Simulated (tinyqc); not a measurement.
Inside a calculation. Model: electron mobility in a silicon inversion layer, empirical terms and Matthiessen rule.

tinyqc, about 0.01 s, one thread, Intel Xeon 2.30GHz (shared host): `OMP_NUM_THREADS=1 python tinyqc.py 2510005 2510006 out.jsonl` Printed values are rounded.

Inversion layer of sheet density Ns on a uniformly doped body. The mobility terms are empirical power laws with prefactors chosen for the exercise; adding their inverses (Matthiessen) is itself an approximation.

Values chosen for this exercise; material values close to those of silicon: temperature T = 300 K; band gap Eg = 1.13 eV; relative permittivity of the semiconductor eps_r = 11.9; conduction-band density of states at T Nc = 2.84e19 cm^-3; valence-band density of states at T Nv = 2.68e19 cm^-3; body doping Nb = 1.4e17 cm^-3; reverse body bias Vsb = 0.6 V; weight of the inversion charge in the effective field eta = 0.5; gate capacitance Cox = 2.13 uF/cm^2; phonon-limited mobility at 1 MV/cm and 300 K Ap = 470 cm^2/(V s); roughness-limited mobility at 1 MV/cm As = 684 cm^2/(V s); exponent of the roughness term gs = 2; Coulomb prefactor Ac = 2500 cm^2/(V s); charge at the interface Nit = 2.5e11 cm^-2; inversion density Ns = 1.7e12 cm^-2; ratio W/L WL = 5; drain voltage Vd = 0.05 V; measured linear current I = 25.5 uA.

Constants: q = 1.602176634e-19 C, kB = 1.380649e-23 J/K, Vt = kB T/q, eps0 = 8.8541878128e-14 F/cm where lengths are in cm. Results are converted to the units shown.

## Depletion charge and effective field

ni = sqrt(Nc Nv) exp(-Eg/(2 Vt)), Eg in volts; Ndep = sqrt(2 eps0 eps_r Nb (2 Vt ln(Nb/ni) + Vsb)/q); E = q (Ndep + eta Ns)/(eps0 eps_r), in MV/cm.

ni = 8.89497e9 cm^-3
Ndep = 1.63785e12 cm^-2
E = 0.378303 MV/cm

The depletion charge gives 65.8 % of the field.

## Mobility terms and their sum

With t = T/(300 K): muC = Ac (Ns/1e12 cm^-2) t/(Nb/1e17 cm^-3 + Nit/1e11 cm^-2), muP = Ap E^(-1/3) t^(-1.75), muS = As E^(-gs); 1/mu is the sum of the inverses.

terms (cm^2/(V s)): Coulomb 1089.74, phonon 649.857, roughness 4779.44
mu = 375.139 cm^2/(V s)
shares of 1/mu (%): Coulomb 34.4246, phonon 57.7264, roughness 7.84902

The phonon term limits most.

## Iteration 1: inversion density for the measured current

Ns at the start = 2.5e12 cm^-2

I = (W/L) q Ns mu Vd. E = q (Ndep + eta Ns)/(eps0 eps_r) in MV/cm. With t = T/(300 K): muC = Ac (Ns/1e12 cm^-2) t/(Nb/1e17 cm^-3 + Nit/1e11 cm^-2), muP = Ap E^(-1/3) t^(-1.75), muS = As E^(-gs); 1/mu is the sum of the inverses. Ns(new) = I/((W/L) q mu Vd).

E = 0.439127 MV/cm
mu = 396.334 cm^2/(V s)
Ns after iteration 1 = 1.60631e12 cm^-2

## Iteration 2: inversion density for the measured current

As before.

E = 0.371179 MV/cm
mu = 370.141 cm^2/(V s)
Ns after iteration 2 = 1.71998e12 cm^-2

## Course of the iteration: inversion density for the measured current

Stop when Ns changes by less than 1e5 cm^-2, or after 120 iterations.

Course of the iteration:

| iteration | Ns (cm^-2) | \|change\| (cm^-2) |
|---|---|---|
| 1 | 1.60631e12 | 8.94e11 |
| 2 | 1.71998e12 | 1.14e11 |
| 3 | 1.69265e12 | 2.73e10 |
| 4 | 1.69872e12 | 6.06e9 |
| 5 | 1.69735e12 | 1.37e9 |
| 6 | 1.69766e12 | 3.09e8 |
| 7 | 1.69759e12 | 6.97e7 |
| 8 | 1.69760e12 | 1.57e7 |
| 9 | 1.69760e12 | 3.54e6 |
| 10 | 1.69760e12 | 7.99e5 |
| 11 | 1.69760e12 | 1.80e5 |
| 12 | 1.69760e12 | 4.06e4 |

Converged in 12 iterations. At the end each change is about 0.23 times the one before, with alternating sign: linear convergence.

## Split C-V extraction

| point | Vg (V) | Cgc (uF/cm^2) | I (uA) |
|---|---|---|---|
| 0 | 0.2 | 3.00945e-4 | 1.25553e-7 |
| 1 | 0.25 | 0.00115245 | 1.84158e-6 |
| 2 | 0.3 | 0.00440823 | 2.69674e-5 |
| 3 | 0.35 | 0.0167894 | 3.92434e-4 |
| 4 | 0.4 | 0.0629156 | 0.00557760 |
| 5 | 0.45 | 0.222428 | 0.0728298 |
| 6 | 0.5 | 0.657683 | 0.732056 |
| 7 | 0.55 | 1.34440 | 4.22207 |
| 8 | 0.6 | 1.84810 | 12.6215 |
| 9 | 0.65 | 2.04844 | 23.9692 |
| 10 | 0.7 | 2.10809 | 35.6764 |
| 11 | 0.75 | 2.12424 | 46.6164 |
| 12 | 0.8 | 2.12849 | 56.4757 |

Q(Vg) is the trapezoid sum of Cgc from the first point (where Q is taken as 0); mu_eff = I/((W/L) Q Vd); mu_FE = (dI/dVg)/((W/L) Cox Vd) with a backward difference. Listed from point 4 on.

| point | Q (uC/cm^2) | mu_eff (cm^2/(V s)) | mu_FE (cm^2/(V s)) |
|---|---|---|---|
| 4 | 0.00269792 | 8.26949 | 0.194748 |
| 5 | 0.00983150 | 29.6312 | 2.52590 |
| 6 | 0.0318343 | 91.9834 | 24.7597 |
| 7 | 0.0818862 | 206.241 | 131.080 |
| 8 | 0.161699 | 312.222 | 315.470 |
| 9 | 0.259112 | 370.020 | 426.205 |
| 10 | 0.363025 | 393.101 | 439.709 |
| 11 | 0.468833 | 397.722 | 410.889 |
| 12 | 0.575152 | 392.771 | 370.305 |

At the last point mu_FE is 5.7 % below mu_eff: where the mobility falls with gate voltage the slope of I understates it.
